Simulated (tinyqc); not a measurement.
Surface potential of a MOS transistor: implicit equation and explicit approximations: two steps of the calculation.

p-type body, charge-sheet picture, depletion and inversion only, full ionisation (an idealisation for deep acceptors), Boltzmann statistics (rough once Na exp(x - xn) passes about Nc/7). In units of Vt: xg = (Vg - Vfb)/Vt, x = psi/Vt, G = gamma/sqrt(Vt), xn = (2 phiF + Vc)/Vt. The implicit equation is (xg - x)^2 = G^2 [x - 1 + exp(x - xn)] for x above about 3. Cox = eps0 eox/tox.

Parameters, values chosen for the exercise; band and dielectric values close to those of silicon:
```
symbol  value  unit                                                                 meaning
T         300     K                                                             temperature
eox       3.9        relative permittivity of the gate insulator (close to silicon dioxide)
tox       9.7    nm                                                     insulator thickness
Vc          0     V                                                    channel-body voltage
```

Constants: q = 1.602176634e-19 C, kB = 1.380649e-23 J/K, Vt = kB T/q, eps0 = 8.8541878128e-14 F/cm where lengths are in cm. Results are converted to the units shown.

Question 1. New x. D = exp(x - xn), f = (xg - x)^2 - G^2 (x - 1 + D), f' = -2 (xg - x) - G^2 (1 + D), x(new) = x - f/f'.

x at the start = 32.99
G = 1.7214558
xn = 30.012270
xg = 43.710352

Wanted: D; f; f'; x after iteration 1.

Answer 1.

D = 19.643
f = -38.084
f' = -82.615
x after iteration 1 = 32.529

Question 2. Potential, charges and gate control. psi = Vt x; N_dep = Cox Vt G sqrt(x - 1)/q; N_inv = (Cox Vt G/q) [sqrt(x - 1 + exp(x - xn)) - sqrt(x - 1)]; dpsi/dVg = 1/[1 + G^2 (1 + exp(x - xn))/(2 (xg - x))].

converged x = 32.444505
G = 1.7214558
xn = 30.012270
xg = 43.710352

Find: psi; N_dep; N_inv; dpsi/dVg.

Answer 2.

psi = 0.83876 V
N_dep = 5.5449e11 cm^-2
N_inv = 9.2637e10 cm^-2
dpsi/dVg = 0.38040

psi lies 2.4 Vt above 2 phiF + Vc.

Program tinyqc, `OMP_NUM_THREADS=1 python tinyqc.py 2122103 2122104 out.jsonl`; Intel Xeon 2.30GHz, shared host, one thread, about 0.01 s.
